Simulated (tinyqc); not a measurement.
Two-junction solar cell, detailed-balance limit: two steps of the calculation.

The top cell takes all photons above E1, the bottom cell those between E2 and E1. Each cell follows J = Jsc - J0 (exp(V/Vt) - 1) with J0 = q ge Phi(gap, T)/ERE; light emitted by one cell and absorbed by the other is left out. In series both carry one current; wired apart (four terminals) each works at its own maximum power point. Efficiencies are counted against Pin = fs X sigma Ts^4.

Inputs (values chosen for the exercise): cell temperature T = 350 K.

Constants: q = 1.602176634e-19 C, kB = 1.380649e-23 J/K, Vt = kB T/q. Results are converted to the units shown.

Problem 1. The series curve. V1 = Vt ln((J1 - J)/J01 + 1), V2 = Vt ln((J2 - J)/J02 + 1), power J (V1 + V2).

J, point 0 to 7 (mA/cm^2): 0  8457  13530  15220  15900  16240  16580  16830
J1 = 16913.277 mA/cm^2
J2 = 19704.234 mA/cm^2
J01 = 1.3866234e-16 mA/cm^2
J02 = 1.5396558e-5 mA/cm^2

Wanted: V1; V2; power.

Solution 1.

```
point  V1 (V)  V2 (V)  power (mW/cm^2)
0       1.395  0.6325                0
1       1.374  0.6156          1.683e4
2       1.346  0.5975          2.630e4
3       1.326  0.5878          2.912e4
4       1.310  0.5829          3.010e4
5       1.298  0.5800          3.049e4
6       1.277  0.5769          3.073e4
7       1.235  0.5744          3.045e4
```

Among these points the power is largest at J = 16580 mA/cm^2.

Problem 2. Maximum power, in series and apart. In series V(J) = Vt [ln((J1 - J)/J01 + 1) + ln((J2 - J)/J02 + 1)], and J V(J) is largest where V = J Vt [1/(J1 - J + J01) + 1/(J2 - J + J02)]. Apart, each cell has (1 + v) exp(v) = 1 + Jsc/J0 at its maximum power point, v = Vmp/Vt.

J1 = 16913.277 mA/cm^2
J2 = 19704.234 mA/cm^2
J01 = 1.3866234e-16 mA/cm^2
J02 = 1.5396558e-5 mA/cm^2
Pin = 68256.756 mW/cm^2

Find: series Jmp; series Vmp; series efficiency; top cell alone; bottom cell behind it.

Solution 2.

series Jmp = 16616 mA/cm^2
series Vmp = 1.8496 V
series efficiency = 45.026 %
top cell alone = 31.016 %
bottom cell behind it = 14.868 %

Wired apart the cells give 45.88 %; the series connection loses 0.86 points of that.

Computed by the program tinyqc: `OMP_NUM_THREADS=1 python tinyqc.py 2820021 2820022 out.jsonl`, one thread of a shared Intel Xeon 2.30GHz, about 0.01 s for the whole run.
